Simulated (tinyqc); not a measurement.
Reflectance at normal incidence against thickness.

Normal incidence on air, film (n1) and substrate (N2 = n2 - i k2): r01 = (1 - n1)/(1 + n1), r12 = (n1 - N2)/(n1 + N2), amplitude (r01 + r12 X)/(1 + r01 r12 X), X = exp(-4 pi i n1 d/lam), R its squared modulus, phase from 0 to 360 degrees.

Inputs (values chosen for the exercise): wavelength lam = 405 nm; index of the transparent film n1 = 1.463; index of the substrate n2 = 5.42; extinction coefficient of the substrate k2 = 0.329.

Reflectance at normal incidence against thickness:
```
d (nm)  R (%)  phase of the reflected amplitude (degrees)
0       47.54                                       178.7
18      44.18                                       146.9
35      35.58                                       111.5
52      24.43                                       63.54
70      19.01                                       353.5
88      26.37                                       286.3
105     37.50                                       241.3
122     45.21                                       207.3
140     47.49                                       176.0
```

What does the comparison show?

R goes from 47.5 through a minimum of 19.0 (at d = 70 nm among the rows listed) to 47.5 %. At a quarter wave, d = 69.2 nm, R = 19.0 %; for a transparent substrate it would vanish for n1 = sqrt(n2) = 2.33.

Numbers from tinyqc (`OMP_NUM_THREADS=1 python tinyqc.py 2870213 2870214 out.jsonl`; about 0.4 s on one thread of a shared Intel Xeon 2.30GHz).
